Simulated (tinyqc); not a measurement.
Esaki diode in forward bias, two-band WKB: effect of the band gap with the mass tied to it.

Abrupt p-n junction, depletion approximation. Energies E are counted from the conduction-band edge of the neutral n side; its Fermi level lies at dn, that of the p side at dn - V, and the valence-band edge of the neutral p side at Em = dn + dp - V. Tunnelling needs 0 < E < Em. Two-band dispersion with equal masses m: inside the gap kappa = sqrt(m u (1 - u/Eg)/C), u the distance from a band edge, C = hbar^2/(2 m0).

The mass follows the gap, m = 0.045 Eg/0.744 eV, as in a two-band model with a fixed matrix element; Nc, Nv and eps_r are held. Nd = Nc F12(dn/Vt), Na = Nv F12(dp/Vt), F12(x) = (2/sqrt(pi)) int_0^infinity sqrt(u)/(1 + exp(u - x)) du; dn = EF - Ec on the n side, dp = Ev - EF on the p side (negative outside the bands); Vbi = Eg + dn + dp. W = sqrt(2 eps0 eps_r (Vbi - V)(1/Na + 1/Nd)/q), mean field F = (Vbi - V)/W, peak field 2 F. In a uniform field F the exponent is S = pi sqrt(m/C) Eg^1.5/(4 F). Transverse energy Et = C kt^2/m raises it to S (1 + 4 Et/Eg), so T = exp(-S) exp(-Et/Eb) with Eb = Eg/(4 S). KJ = (2 q^2/h) m/(4 pi C) (times 1e14 for A/cm^2 per eV^2). J = KJ exp(-S) Eb times the integral from 0 to Em of [f(E - dn) - f(E - dn + V)] [1 - exp(-min(E, Em - E)/Eb)] dE, f(x) = 1/(1 + exp(x/Vt)), with S and Eb from the mean field; J > 0 flows from p to n.

Parameters, values chosen for the exercise; band and dielectric values close to those of In0.53Ga0.47As:
- T = 350 K (temperature)
- eps_r = 14.1 (relative permittivity)
- Nc = 2.63e17 cm^-3 (conduction-band density of states at 350 K)
- Nv = 9.82e18 cm^-3 (valence-band density of states at 350 K)
- m = 0.045 m0 (band-edge mass of the two-band model)
- Na = 7.1e19 cm^-3 (acceptor density)
- Nd = 1.4e19 cm^-3 (donor density)
- V = 0.25 V (bias of the p side)

Constants: q = 1.602176634e-19 C, kB = 1.380649e-23 J/K, hbar = 1.054571817e-34 J s, h = 6.62607015e-34 J s, m0 = 9.1093837015e-31 kg, Vt = kB T/q, eps0 = 8.8541878128e-14 F/cm where lengths are in cm, hbar^2/(2 m0) = 0.0380998212 eV nm^2. Results are converted to the units shown.

Effect of the band gap with the mass tied to it:
```
Eg (eV)  Vbi (V)  mean field (MV/cm)      S  J (A/cm^2)  S at fixed m
0.37       1.015              0.7576  1.788     2.683e5         2.536
0.48       1.125              0.8102  2.814     1.106e5         3.503
0.58       1.225              0.8553  3.892     4.149e4         4.408
0.69       1.335              0.9023  5.222     1.199e4         5.422
0.8        1.445              0.9469  6.688        2980         6.450
0.9        1.545              0.9857  8.132       746.6         7.393
1.01       1.655               1.027  9.832       144.4         8.438
1.12       1.765               1.066  11.64       24.86         9.489
```

What does the comparison show?

S rises from 1.79 to 11.6, as Eg^(1.69), against Eg^(1.19) at fixed m; at a fixed field the powers would be 2 and 1.5, and the field grows with Vbi. |J| falls from 2.68e5 to 24.9 A/cm^2. Where S is below about 4, a WKB prefactor of 1 is a rough guess.

Range of the model: Parabolic densities of states, no band tails and no gap narrowing, all of which matter at such doping.

Computed by the program tinyqc: `OMP_NUM_THREADS=1 python tinyqc.py 2620012 2620013 out.jsonl`, one thread of a shared Intel Xeon 2.30GHz, about 0.02 s for the whole run.
